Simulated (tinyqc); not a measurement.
Channel length: inversion-layer mobility, back-scattering and ballistic limit of a field-effect transistor. Computed by tinyqc, a small Python program. Command: `OMP_NUM_THREADS=1 python tinyqc.py 3003788 3003789 out.jsonl mos walk`. One thread of a shared host (Intel(R) Xeon(R) Processor @ 2.30GHz), about 0.01 s of CPU time with the checks.

The charge at the top of the source barrier is fixed by the gate; series resistance and short-channel effects are left out. F_j are Fermi integrals normalised to exp(eta) in the classical limit.

Inputs (values chosen for the exercise, modelled on a 4H-SiC n-channel):
```
quantity                                       value        unit
transport mass m                                 0.3         m_0
valley degeneracy g_v                              3           -
weight w of the inversion charge                 0.5           -
permittivity eps                                 9.7           -
phonon mobility at 1 MV/cm and 300 K, mu_ph       96  cm^2/(V s)
roughness mobility at 1 MV/cm, mu_sr              55  cm^2/(V s)
Coulomb mobility at N_inv = 1e12/cm^2, mu_C       19  cm^2/(V s)
electrical oxide thickness t_inv                 2.1          nm
depletion charge N_dep                       4.4e+11      1/cm^2
gate overdrive V_G - V_T                        0.94           V
drain voltage V_D                               0.99           V
exponent a of the critical length               0.71           -
temperature T                                    300           K
```

Statistics at the top of the barrier: Fermi-Dirac.

Constants: eps_0 = 8.8541878128e-12 F/m; e = 1.602176634e-19 C; m_0 = 9.1093837015e-31 kg; k_B = 1.380649e-23 J/K; hbar = 1.054571817e-34 J s; k_B = 8.617333262e-05 eV/K.

Method:
- N_inv = 3.9 eps_0 (V_G - V_T)/(e t_inv); effective field E_eff = e (N_dep + w N_inv)/(eps eps_0).
- mu_phonon = mu_ph (E_eff/1 MV/cm)^(-0.3) (T/300 K)^(-1.75); mu_rough = mu_sr (E_eff/1 MV/cm)^(-2); mu_Coulomb = mu_C (N_inv/1e12 cm^-2) (T/300 K); Matthiessen's rule adds 1/mu.
- F_j(eta) = (1/Gamma(j + 1)) int_0^infinity x^j/(1 + exp(x - eta)) dx, F_0 = ln(1 + exp(eta)). Integrals over x = E/(k_B T) use 160 Gauss-Legendre points in u = sqrt(x) from 0 to sqrt(max(eta, 0) + 32).
- Ballistic channel: N_2D = g_v m k_B T/(pi hbar^2), U = e V_D/(k_B T); eta_F solves N_inv = (N_2D/2)[F_0(eta_F) + F_0(eta_F - U)]; v_T = sqrt(2 k_B T/(pi m)); I/W = e (N_2D/2) v_T [F_1/2(eta_F) - F_1/2(eta_F - U)]; injection velocity v_T F_1/2(eta_F)/F_0(eta_F).
- Mean free path lambda = (2 k_B T/e)(mu/v_T) F_0(eta_0)/F_-1/2(eta_0), with eta_0 from N_inv = N_2D F_0(eta_0); critical length l = L (1 + U)^(-a), an empirical rule; back-scattering r = l/(l + lambda). Then eta solves N_inv = (N_2D/2)[(1 + r) F_0(eta) + (1 - r) F_0(eta - U)] and I/W = e (N_2D/2) v_T (1 - r)[F_1/2(eta) - F_1/2(eta - U)].
- The last column is the long-channel law e N_inv mu V/L with V = V_D - V_D^2/(2 V_ov) below pinch-off and V_ov/2 above, V_ov = V_G - V_T.

inversion density N_inv = 9.64743e+12 1/cm^2

effective mobility mu = 29.9885 cm^2/(V s)

ballistic current I/W = 1981.83 microampere/micrometre

Currents (microampere/micrometre):
```
L (nm)        r     I/W  ballistic ratio  long-channel law
5       0.16192  1381.8          0.69724            4357.2
10      0.27871  1059.6          0.53468            2178.6
20      0.43592   722.1          0.36434            1089.3
40      0.60716   440.7          0.22239             544.6
80      0.75557   247.6          0.12494             272.3
160     0.86077   131.9          0.06658             136.2
400     0.93923    54.9          0.02772              54.5
1000    0.97477    22.3          0.01127              21.8
```

What does the comparison show, and why?

The current scales as L^-0.98 at the long end and as L^-0.38 at the short end, where it reaches 70 % of the ballistic 1980. The long-channel law passes the ballistic limit between 10.0 and 20.0 nm and has no meaning below. At 1000 nm the model gives 1.03 times the long-channel law. Raising mu by 10 % at 20 nm raises I by 6.2 %.

Extremes, crossings and ranges named in words are read from the listed rows.
